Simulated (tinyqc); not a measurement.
Energy and delay of logic against supply voltage: one step of the calculation.

One expression serves below and above threshold: I(Vg) = Ik [ln(1 + exp((Vg - VT + dd V)/(al nf Vt)))]^al, with I_on = I(V) and I_off = I(0). Gate delay td = kd C V/I_on, clock period LD td. Per gate and cycle the switching energy is act C V^2 and the leakage energy I_off V LD td. No short-circuit current, no variation. Minima are sought above 0.09 V; below a few Vt gates no longer switch and the model has no meaning.

Question. Currents, delay and energies. I_on, I_off, td, clock frequency 1/(LD td), both energies and their sum.

Parameters, values chosen for the exercise; values of the order met in logic technologies:
- T = 358 K (temperature)
- VT = 0.37 V (threshold voltage at zero drain bias)
- nf = 1.36 (slope factor)
- dd = 0.03 (barrier lowering per volt of supply)
- Ik = 2.5 uA (specific current of a gate)
- al = 1.61 (exponent of the current law)
- C = 0.65 fF (load capacitance of a gate)
- kd = 1 (delay factor)
- LD = 60 (logic depth)
- act = 0.1 (activity factor)
- V = 0.44 V (supply voltage)

Constants: q = 1.602176634e-19 C, kB = 1.380649e-23 J/K, Vt = kB T/q. Results are converted to the units shown.

Wanted: I_on; I_off; td; clock frequency; switching energy; leakage energy; energy.

Answer.

I_on = 4.739 uA
I_off = 0.5045 nA
td = 60.35 ps
clock frequency = 0.2762 GHz
switching energy = 12.58 aJ
leakage energy = 0.8038 aJ
energy = 13.39 aJ

I_on/I_off = 9390; leakage makes up 6.00 % of the energy.

Computed by the program tinyqc: `OMP_NUM_THREADS=1 python tinyqc.py 2082089 2082090 out.jsonl`, one thread of a shared Intel Xeon 2.30GHz, about 0.01 s for the whole run.
